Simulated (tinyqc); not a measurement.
Extended Hueckel theory, for H4, step by step. One step of it, computed by the program tinyqc.

Task: Wolfsberg-Helmholz matrix. H_ij = K' S_ij (H_ii + H_jj)/2 for i != j (the diagonal keeps H_ii), with K' = K + D^2 + D^4 (1 - K), D = (H_ii - H_jj)/(H_ii + H_jj), K = 2.

overlap S, lower triangle:
```
          1H 1s     2H 1s     3H 1s     4H 1s
1H 1s  1.000000
2H 1s  0.509040  1.000000
3H 1s  0.070917  0.321054  1.000000
4H 1s  0.012546  0.070917  0.509040  1.000000
```

diagonal H_ii (eV): 1H 1s -13.600000, 2H 1s -13.600000, 3H 1s -13.600000, 4H 1s -13.600000

K = 2.000000

Give: H.

Result:

H (eV), lower triangle:
```
         1H 1s    2H 1s    3H 1s    4H 1s
1H 1s  -13.600
2H 1s  -13.846  -13.600
3H 1s   -1.929   -8.733  -13.600
4H 1s   -0.341   -1.929  -13.846  -13.600
```
